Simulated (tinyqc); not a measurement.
Exchange-only LDA atom on a uniform radial grid, spin-unpolarised, for N, step by step. Computed by tinyqc, a small Python program that keeps every step. Settings: Z = 7, points = 256, R = 7.3, functional = Slater exchange alone, mixing = 0.2, iteration cap = 54. Command: `OMP_NUM_THREADS=1 python tinyqc.py 26039 26040 out.jsonl` (the two numbers bound the seeds that draw the settings). One thread of a shared host (Intel(R) Xeon(R) Processor @ 2.60GHz), about 2 s of CPU time with the checks.

Spherical atom on a uniform radial grid r_j = j h with h = R/(N + 1), h sum u^2 = 1 and integrals as h times sums, u(0) = u(R) = 0 (atomic units):
```
parameter           value
Z                       7
points N              256
R                7.300000
h                0.028405
mixing           0.200000
electrons in 1s         2
electrons in 2s         2
electrons in 2p         3
```

Three-point differences turn -u''/2 + [l(l+1)/2r^2 - Z/r + V] u = e u into a tridiagonal matrix (diagonal 1/h^2 + potential, off-diagonal -1/2h^2). D = sum f u^2; the Hartree potential y/r solves y'' = -D/r with y(0) = 0, y(R) = N_e; v_xc comes from rho = D/(4 pi r^2); E = sum f e - int D V + int D (V_H/2 + eps_xc); V(new) = V + mixing (V_H + v_xc - V).

Stop when input and output potentials agree to 1e-7.

Course of the cycle (hartree):
```
iteration             E       e(1s)      e(2s)      e(2p)  largest |V(out) - V(in)|
1          -47.53687716  -24.262523  -6.109940  -6.130075                  1.71e+01
2          -49.55848841  -21.456461  -4.648030  -4.488790                  1.28e+01
3          -50.92256383  -19.353752  -3.573242  -3.299609                  9.49e+00
4          -51.81205786  -17.792075  -2.784287  -2.441605                  6.98e+00
5          -52.36967834  -16.643739  -2.206129  -1.824667                  5.08e+00
6          -52.70387338  -15.808399  -1.783269  -1.382172                  3.66e+00
7          -52.89433338  -15.207432  -1.474659  -1.065245                  2.61e+00
8          -52.99711400  -14.779627  -1.249893  -0.838282                  1.85e+00
9          -53.04953194  -14.477818  -1.086416  -0.675511                  1.31e+00
10         -53.07484227  -14.266214  -0.967505  -0.558389                  9.27e-01
11         -53.08649412  -14.118190  -0.880809  -0.473652                  6.58e-01
...                 ...         ...        ...        ...                       ...
44         -53.09588564  -13.733045  -0.619822  -0.220679                  1.76e-04
45         -53.09588564  -13.733017  -0.619801  -0.220658                  1.40e-04
46         -53.09588564  -13.732995  -0.619785  -0.220642                  1.11e-04
47         -53.09588564  -13.732977  -0.619772  -0.220629                  8.83e-05
48         -53.09588564  -13.732963  -0.619761  -0.220619                  7.01e-05
49         -53.09588564  -13.732952  -0.619753  -0.220611                  5.57e-05
50         -53.09588564  -13.732943  -0.619746  -0.220604                  4.42e-05
51         -53.09588564  -13.732936  -0.619741  -0.220599                  3.51e-05
52         -53.09588564  -13.732931  -0.619737  -0.220595                  2.79e-05
53         -53.09588564  -13.732926  -0.619734  -0.220592                  2.21e-05
54         -53.09588564  -13.732923  -0.619731  -0.220589                  1.76e-05
```

Can the last value be used, and what does the course show?

Not by the stop rule, although the second column moves by less than 1e-07 over the last three steps; and the uniform grid itself carries an error of order h^2 at the cusp, far above the threshold. Not converged within 54 iterations: the residual falls steadily but slowly, by a factor of about 0.79 a step. Reruns (cap 100 unless said): mixing 0.3: converged in 49; mixing 0.6: converged in 20; the original settings with a cap of 400: converged in 77. Even converged, this uniform grid resolves the cusp poorly and misses the energy of the atom.
